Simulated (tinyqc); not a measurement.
From results back to parameters: shallow acceptor in the spherical four-band model. Three cases, with inputs chosen for the exercise.

Problem. The binding energy of the ground state was computed from a hidden mu.

The ground state 1S3/2 has an L = 0 part f(r) and an L = 2 part g(r). In units of Ry* and a*, with Gaussians f_i = exp(-a_i r^2), g_i = r^2 exp(-a_i r^2), A = a_i + a_j and I(n) = Gamma((n + 1)/2)/(2 A^((n + 1)/2)): S_ff = I(2), S_gg = I(6), H_ff = (6 a_i a_j/A) I(2) - 2 I(1), H_gg = (14 a_i a_j/A) I(6) - 2 I(5), H_fg = -mu [15 I(2) - 20 a_j I(4) + 4 a_j^2 I(6)]; each function is then normalised. The split-off band is left out.

Converged values use 22 exponents 2.2^i, i = -7 to 14, for f and for g.

Case 1.

Ry* = 11.747 meV
binding energy = 24.562 meV

Case 2.

Ry* = 17.141 meV
binding energy = 36.535 meV

Case 3.

Ry* = 17.750 meV
binding energy = 37.545 meV

Find: binding in Ry*; mu; heavy/light mass ratio (1 + mu)/(1 - mu).

Solution. The binding in Ry* rises steadily with mu, so bisection finds one value.

Case 1.

binding in Ry* = 2.091
mu = 0.742
heavy/light mass ratio (1 + mu)/(1 - mu) = 6.8

Case 2.

binding in Ry* = 2.131
mu = 0.748
heavy/light mass ratio (1 + mu)/(1 - mu) = 6.9

Case 3.

binding in Ry* = 2.115
mu = 0.746
heavy/light mass ratio (1 + mu)/(1 - mu) = 6.9

Computed by tinyqc, one run a case: `OMP_NUM_THREADS=1 python tinyqc.py N N+1 out.jsonl` with N = 1252357, 1252358, 1252406; one thread of a shared Intel(R) Xeon(R) Processor @ 2.30GHz, about 0.2 s a run at most.
